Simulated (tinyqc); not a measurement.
# Segment and feed resistance from two drops

Question. A rail is fed at one end through Rq; K loads of Ij follow, each after a segment Rs. The drop at load j is K Ij Rq + Rs Ij sum_(l=1..j) (K - l + 1). Find Rs, Rq and the worst drop, at the middle, if the rail were fed through Rq at both ends: K Ij Rq/2 + Rs Ij K^2/8 with the load taken as continuous.

Inputs (values chosen for the exercise):
```
symbol  value  unit                meaning
K          28        number of equal loads
Ij        1.8    mA   current of each load
```

drops at the first and at the last load (mV): [40.32, 135.57600]

Solution. The difference of the two drops is Rs Ij K (K - 1)/2, which gives Rs; the first drop then gives Rq.

Rs = 0.1400 ohm
Rq = 0.6600 ohm
drop at the middle with two feeds = 41.33 mV

Numbers from tinyqc (`OMP_NUM_THREADS=1 python tinyqc.py 2770193 2770194 out.jsonl`; about 0.3 s on one thread of a shared Intel Xeon 2.30GHz).
